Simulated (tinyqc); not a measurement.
# Thickness of the second layer from the transmission

Problem. A two-layer stack carries the voltage V: F1 = V/(t1 + t2 eps1/eps2), F2 = F1 eps1/eps2; U = phi1 - F1 x in layer 1 and phi2 - F1 t1 - F2 (x - t1) in layer 2. T = exp(-S) at E = 0, C = hbar^2/(2 m0). Each layer adds (2/F) sqrt(m/C) [G(u at its left edge) - G(u at its right edge)] to S, with u = U - E (0 where negative) and G(u) = (2/3) u^1.5. Find t2, known to lie between 0.3 and 6 nm, and F1.

Parameters, values chosen for the exercise: barrier of layer 1 above the emitter Fermi level at zero bias phi1 = 3.16 eV; tunnelling mass of layer 1 m1 = 0.52 m0; thickness of layer 1 t1 = 0.8 nm; relative permittivity of layer 1 eps1 = 3.98; barrier of layer 2 at zero bias phi2 = 1.45 eV; tunnelling mass of layer 2 m2 = 0.25 m0; relative permittivity of layer 2 eps2 = 24.3; voltage across the dielectric V = 1.1 V.

Constants: q = 1.602176634e-19 C, hbar = 1.054571817e-34 J s, m0 = 9.1093837015e-31 kg, hbar^2/(2 m0) = 0.0380998212 eV nm^2. Results are converted to the units shown.

T at E = 0 = 4.5518020e-9

Solution. Over that range S rises steadily with t2, so S = -ln T has one root, found by bisection.

t2 = 2.50 nm
F1 = 9.09 MV/cm

Program tinyqc, `OMP_NUM_THREADS=1 python tinyqc.py 2540103 2540104 out.jsonl`; Intel Xeon 2.30GHz, shared host, one thread, about 0.03 s.
